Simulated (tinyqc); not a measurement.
What each parameter of the potential does: deformation potentials from a strained empirical pseudopotential.

Diamond lattice, no spin-orbit coupling. Atomic form factor V(q) = a1 (q^2 - a2)/(a3 exp(a4 q^2) - 1) in rydberg with q in 1/bohr, for the unstrained cell. Under a strain e the reciprocal vectors and k go over into (1 + e)^(-1) G, the atoms sit at +/- tau with tau = (1 + e) a (1,1,1)/8 - zeta a (eyz, ezx, exy)/4, and H(G,G') = c |k + G|^2 delta + (V(q)/det(1 + e)) cos(q.tau), q = G - G', with the term q = 0 left out; c = hbar^2/2m0. The basis is fixed before straining: all G with |k + G|^2 up to 16 (2 pi/a)^2. k is given in units of 2 pi/a of the unstrained cell.

Constants: hbar^2/2m0 = 3.80998211 eV angstrom^2; Ry = 13.60569312 eV; a0 (Bohr radius) = 0.5291772105 angstrom.

Values chosen for the exercise (near those of Si; the results hold for these values, not for the real material): a = 5.422 angstrom (lattice constant); a1 = 0.536; a2 = 2.203; a3 = 2.068; a4 = 0.489; kD = 0.82 2 pi/a (position of the Delta minimum).

Gaps from the valence top to level 8 at Gamma and level 5 at (kD,0,0) and L, and their deformation potentials [E(+h) - E(-h)]/(3 ln((1 + h)/(1 - h))) for e = +/- h 1, h = 0.002. The row for the lattice constant keeps V(q) without the volume factor, so it is not a strain.

Results for these values:
```
case  Gamma (eV)  Delta (eV)  L (eV)  potential Gamma (eV)  potential Delta (eV)  potential L (eV)
base       4.004       1.032   1.931                 -8.70                  2.69             -1.89
```

What happens to each result for a = 5.476 angstrom, all else kept?

Answer: Gamma falls from 4.004 to 3.871; Delta rises from 1.032 to 1.323; L rises from 1.931 to 2.030; potential Gamma falls from -8.70 to -8.99; potential Delta falls from 2.69 to 2.38; potential L falls from -1.89 to -2.08.

The same for each parameter in turn:
```
case                Gamma (eV)  Delta (eV)  L (eV)  potential Gamma (eV)  potential Delta (eV)  potential L (eV)
base                     4.004       1.032   1.931                 -8.70                  2.69             -1.89
a = 5.476 angstrom       3.871       1.323   2.030                 -8.99                  2.38             -2.08
a1 = 0.531               3.962       0.965   1.882                 -8.62                  2.69             -1.87
a2 = 2.181               4.118       0.958   1.935                 -8.63                  2.74             -1.85
a3 = 2.047               4.051       1.127   1.997                 -8.79                  2.69             -1.89
a4 = 0.494               3.911       0.947   1.856                 -8.53                  2.76             -1.81
```

Run: tinyqc, `OMP_NUM_THREADS=1 python tinyqc.py 1880344 1880345 out.jsonl`; Intel(R) Xeon(R) Processor @ 2.30GHz, one thread, shared host; about 0.2 s of CPU time with all checks.
